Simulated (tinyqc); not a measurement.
MESFET, gradual channel with velocity saturation: two steps of the calculation.

A uniformly doped n-type channel, depleted from the top by a Schottky gate; at channel potential V the depleted share of a is u = sqrt((Vbi - Vg + V)/Vp), s at the source. Electrons drift with v = mu E/(1 + mu E/vsat). Abrupt depletion edge, no series resistance, source at 0.

Parameters, values chosen for the exercise:
- Vg = 0 V (gate voltage)
- Vd = 0.54 V (drain voltage)

Task 1. Current below saturation. u = sqrt((Vbi - Vg + Vd)/Vp). I = (G0 Vp/3) F/(1 + Z (u^2 - s^2)), F = 3 (u^2 - s^2) - 2 (u^3 - s^3), with u at V = Vd; Z = 0 gives constant mobility, for which u stops at 1.

Vbi = 0.71563760 V
Vp = 2.4119414 V
G0 = 13.442903 mS
Z = 1.1678874
s = 0.54470730

Give: u; F; I for Z = 0; I.

Result 1.

u = 0.72152
F = 0.24366
I for Z = 0 = 2.6334 mA
I = 2.0876 mA

The falling mobility lowers the current by 20.7 %.

Task 2. The saturation point by Newton steps. a is the channel (half-)thickness, Vp its pinch-off voltage and Z = mu Vp/(vsat L); an iterate with u > 1 is an overshoot, not a physical state. f = (1 - u)(1 + Z (u^2 - s^2)) - Z F/3, F = 3 (u^2 - s^2) - 2 (u^3 - s^3); f' = -(1 + Z (u^2 - s^2)); u(new) = u - f/f'.

u after iteration 1 = 0.99983052
Z = 1.1678874
s = 0.54470730

Wanted: f; f'; u after iteration 2.

Result 2.

f = -0.16830
f' = -1.8210
u after iteration 2 = 0.90741

tinyqc, about 0.07 s, one thread, Intel Xeon 2.30GHz (shared host): `OMP_NUM_THREADS=1 python tinyqc.py 2500133 2500134 out.jsonl`
